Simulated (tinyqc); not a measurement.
Epitaxial growth on a vicinal surface: Burton-Cabrera-Frank step flow, step-edge barrier and island nucleation: one step, computed by the program tinyqc.

Adatoms land at rate F, hop on a square grid (a simplification for hexagonal faces), desorb, or join steps. Lengths are in units of a and n is the adatom coverage. Steps ascend at x = 0 and descend at x = l.

Problem. Step flow or islands. Island density on a flat surface without desorption: N = 0.25 (F/D)^(i/(i+2)) exp(E_i/((i+2) k_B T)) per site, with E_i = 0 for i = 1; spacing l_n = N^(-1/2). Step flow needs an effective width l_eff = 2 x(peak) below l_n. Temperatures in kelvin are T(C) + 273.15.

Inputs (values chosen for the exercise, close to those used for GaAs(001)): deposition rate F = 0.054 layers/s; temperature T = 570 C; critical nucleus size i = 1.

D = 671761.1 a^2/s

position of the peak = 4.674624 a

Constants: k_B = 8.617333262e-05 eV/K.

Give: island density N on a flat surface; island spacing l_n; ratio l_eff/l_n.

Solution.

island density N on a flat surface = 0.0010789 per site

island spacing l_n = 30.444 a

ratio l_eff/l_n = 0.30710

Steps capture adatoms before they meet: step flow. Caution: terraces under ten sites wide are at the edge of a continuum description. Caution: the prefactor 0.25 and the criterion are estimates, good to a factor of about two in length.
